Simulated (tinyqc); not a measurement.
Worked calculation: RKS/PBE0 in the 6-31g basis, for H2, spin multiplicity 1. One step of it, computed by the program tinyqc.

Question. Orthogonalisation. S = U s U^T; symmetric (Loewdin) form X = U s^(-1/2) U^T, so that X^T S X = 1.

overlap S, order 1H 1s, 1H 2s, 2H 1s, 2H 2s:
$$\begin{pmatrix}
1.000000 & 0.658292 & 0.316275 & 0.446670 \\
0.658292 & 1.000000 & 0.446670 & 0.788249 \\
0.316275 & 0.446670 & 1.000000 & 0.658292 \\
0.446670 & 0.788249 & 0.658292 & 1.000000
\end{pmatrix}$$

Give: eigenvalues of S; X.

Answer.

eigenvalues of S: [0.1308, 0.4224, 0.7647, 2.6821]

X, order 1H 1s, 1H 2s, 2H 1s, 2H 2s:
$$\begin{pmatrix}
1.2611 & -0.4976 & -0.0896 & 0.0438 \\
-0.4976 & 1.7680 & 0.0438 & -0.7902 \\
-0.0896 & 0.0438 & 1.2611 & -0.4976 \\
0.0438 & -0.7902 & -0.4976 & 1.7680
\end{pmatrix}$$
